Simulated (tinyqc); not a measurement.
# Gated two-dimensional channel with two bands, quantum capacitance, step by step

Computed by the program tinyqc: `OMP_NUM_THREADS=1 python tinyqc.py 2200028 2200029 out.jsonl`, one thread of a shared Intel Xeon 2.30GHz, about 0.01 s for the whole run. Printed values are rounded.

phi is the Fermi level above the lowest band edge, in volts; Vg is counted from the gate voltage at which an empty channel would have phi = 0. The channel has no thickness; trap charge is -q Dit phi.

Values chosen for this exercise; lowest band close to that of a thin In0.53Ga0.47As body: temperature T = 300 K; relative permittivity of the gate insulator (close to silicon dioxide) eox = 3.9; insulator thickness tox = 3.8 nm; in-plane mass md = 0.0461 m0; valley degeneracy gv = 1; in-plane mass of a second band, chosen freely m2 = 0.078 m0; valley degeneracy of that band, chosen freely g2 = 6; second band edge above the first E2 = 0.34 eV; density of traps Dit = 2e11 cm^-2 eV^-1; gate voltage Vg = 0.32 V.

Constants: q = 1.602176634e-19 C, kB = 1.380649e-23 J/K, hbar = 1.054571817e-34 J s, m0 = 9.1093837015e-31 kg, Vt = kB T/q, eps0 = 8.8541878128e-14 F/cm where lengths are in cm. Results are converted to the units shown.

## Gate capacitance

Cox = eps0 eox/tox.

Cox = 0.908719 uF/cm^2

## Starting value

phi = Vg.

phi at the start = 0.32 V

## Iteration 1: new phi

D1 = gv md m0 q/(pi hbar^2), D2 = g2 m2 m0 q/(pi hbar^2) per eV; n1 = D1 Vt ln(1 + exp(phi/Vt)), n2 = D2 Vt ln(1 + exp((phi - E2)/Vt)), n = n1 + n2; Cq = q dn/dphi = q [D1/(1 + exp(-phi/Vt)) + D2/(1 + exp((E2 - phi)/Vt))]. Newton: f = phi + q (n + Dit phi)/Cox - Vg, phi(new) = phi - f/(1 + (Cq + q Dit)/Cox).

n1 = 6.16238e12 cm^-2
n2 = 1.91724e12 cm^-2
Cq = 12.9736 uF/cm^2
f = 1.43581 V
phi after iteration 1 = 0.226230 V

## Iteration 2: new phi

As before.

n1 = 4.35668e12 cm^-2
n2 = 6.16217e10 cm^-2
Cq = 3.46447 uF/cm^2
f = 0.693205 V
phi after iteration 2 = 0.0832344 V

## Iteration 3: new phi

As before.

n1 = 1.62239e12 cm^-2
n2 = 2.45558e8 cm^-2
Cq = 2.96832 uF/cm^2
f = 0.0522587 V
phi after iteration 3 = 0.0710861 V

## Course of the iteration

Stop when the step is below 1e-10 V, or after 40 iterations.

Course of the iteration:
```
iteration  phi before the step (V)  step (V)
1                             0.32   -0.0938
2                         0.226230    -0.143
3                        0.0832344   -0.0121
4                        0.0710861  -9.92e-5
5                        0.0709869  -8.70e-9
6                        0.0709869   < 1e-14
```

Converged in 6 iterations.

## Charge and capacitances at the solution

converged phi = 0.0709869 V

D1 = gv md m0 q/(pi hbar^2), D2 = g2 m2 m0 q/(pi hbar^2) per eV; n1 = D1 Vt ln(1 + exp(phi/Vt)), n2 = D2 Vt ln(1 + exp((phi - E2)/Vt)), n = n1 + n2; Cq = q dn/dphi = q [D1/(1 + exp(-phi/Vt)) + D2/(1 + exp((E2 - phi)/Vt))]. 1/C_G = 1/Cox + 1/(Cq + q Dit); dphi/dVg = Cox/(Cox + Cq + q Dit).

n = 1.39815e12 cm^-2
Cq = 2.90022 uF/cm^2
C_G = 0.693730 uF/cm^2
dphi/dVg = 0.236585

C_G is 76.3 % of Cox; 22.2 % of the gate voltage has gone into phi.
